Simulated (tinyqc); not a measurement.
# Effect of the position of a charge sheet

One sheet of 3.8e11 cm^-2 lies at the depth x from the gate; it shifts Vfb by -(q/eps0) Q s, with s = x/e2 in layer 2 and t2/e2 + (x - t2)/e1 in layer 1, and it induces the share s/(t1/e1 + t2/e2) of its image in the semiconductor.

Parameters, values chosen for the exercise: thickness of layer 1, next to the semiconductor t1 = 1.1 nm; relative permittivity of layer 1 e1 = 7.79; thickness of layer 2, next to the gate t2 = 4.8 nm; relative permittivity of layer 2 e2 = 21.8.

Constants: q = 1.602176634e-19 C, eps0 = 8.8541878128e-14 F/cm where lengths are in cm. Results are converted to the units shown.

Effect of the position of a charge sheet:
```
x (nm)  shift (mV)  image in the semiconductor (%)
0                0                               0
0.74       -2.3341                          9.3929
1.48       -4.6682                          18.786
2.21       -6.9708                          28.052
2.95       -9.3049                          37.445
3.69       -11.639                          46.837
4.43       -13.973                          56.230
5.16       -18.318                          73.714
5.9        -24.850                          100.00
```

The shift grows from 0 at the gate to -24.8 mV at the semiconductor, by -3.15 mV/nm in layer 2 and -8.83 mV/nm in layer 1, the ratio of the permittivities. A sheet between the layers has 60.9 % of its full effect.

Computed by the program tinyqc: `OMP_NUM_THREADS=1 python tinyqc.py 2010053 2010054 out.jsonl`, one thread of a shared Intel Xeon 2.30GHz, about 0.01 s for the whole run.
